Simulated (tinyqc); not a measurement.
# Worked calculation: free and trapped electrons in a MOS channel with a dense trap tail

Program tinyqc, `OMP_NUM_THREADS=1 python tinyqc.py 2222217 2222218 out.jsonl`; Intel Xeon 2.30GHz, shared host, one thread, about 0.02 s. Printed values are rounded.

p-type body, charge-sheet picture, full ionisation (an idealisation for deep acceptors), Boltzmann statistics for free electrons. e = Ec - EF at the surface. Acceptor-like traps of density D(E) = D0 + De exp(-E/Ew) at depth E below Ec, from 0 to Eu, hold n_t = integral of D(E)/(1 + exp((e - E)/Vt)). psi = Eg - Vt ln(Nv/Na) - e; N_dep = sqrt(2 eps0 eps_r Na (psi - Vt)/q); n_f = sqrt(N_dep^2 + 2 eps0 eps_r Vt Nc exp(-e/Vt)/q) - N_dep; Vg = Vfb + psi + q (N_dep + n_t + n_f)/Cox, Cox = eps0 eox/tox.

Inputs (values chosen for the exercise); band and dielectric values close to those of 4H silicon carbide: temperature T = 475 K; band gap Eg = 3.27 eV; relative permittivity eps_r = 9.87; conduction-band density of states at T Nc = 3.33e19 cm^-3; valence-band density of states at T Nv = 4.94e19 cm^-3; relative permittivity of the insulator eox = 3.9; insulator thickness tox = 28 nm; acceptor density Na = 3.7e15 cm^-3; flat-band voltage without trapped charge Vfb = -1.99 V; constant background density of acceptor-like traps D0 = 1e11 cm^-2 eV^-1; density of the tail at the conduction edge De = 3.5e13 cm^-2 eV^-1; decay energy of the tail Ew = 0.08 eV; depth below Ec down to which the traps reach Eu = 0.98 eV; mobility of free electrons mf = 120 cm^2/(V s); Ec - EF at the surface e = 0.294 eV.

Constants: q = 1.602176634e-19 C, kB = 1.380649e-23 J/K, Vt = kB T/q, eps0 = 8.8541878128e-14 F/cm where lengths are in cm. Results are converted to the units shown.

## Trapped charge

Trapezoid rule on 13 equal steps from 0 to Eu, f = 1/(1 + exp((e - E)/Vt)).

```
point     E (eV)  D(E) f (cm^-2 eV^-1)
0              0            2.66453e10
1      0.0753846            6.55244e10
2       0.150769            1.58879e11
3       0.226154            3.47697e11
4       0.301538            4.95385e11
5       0.376923            3.66366e11
6       0.452308            2.18081e11
7       0.527692            1.47308e11
8       0.603077            1.18565e11
9       0.678462            1.07251e11
10      0.753846            1.02828e11
11      0.829231            1.01102e11
12      0.904615            1.00430e11
13          0.98            1.00167e11
```

n_t = 1.80382e11 cm^-2

With 1600 steps n_t = 1.805e11 cm^-2; the coarse value is 0.078 % below it.

## Charges and gate voltage

psi, N_dep, n_f and Vg as defined, with the n_t given; free share n_f/(n_f + n_t); apparent mobility mf n_f/(n_f + n_t); gate voltage spent on traps q n_t/Cox.

psi = 2.58717 V
N_dep = 3.20585e11 cm^-2
n_f = 1.71592e10 cm^-2
Vg = 1.27029 V
free share = 8.68637 %
apparent mobility = 10.4236 cm^2/(V s)
gate voltage spent on traps = 0.234341 V
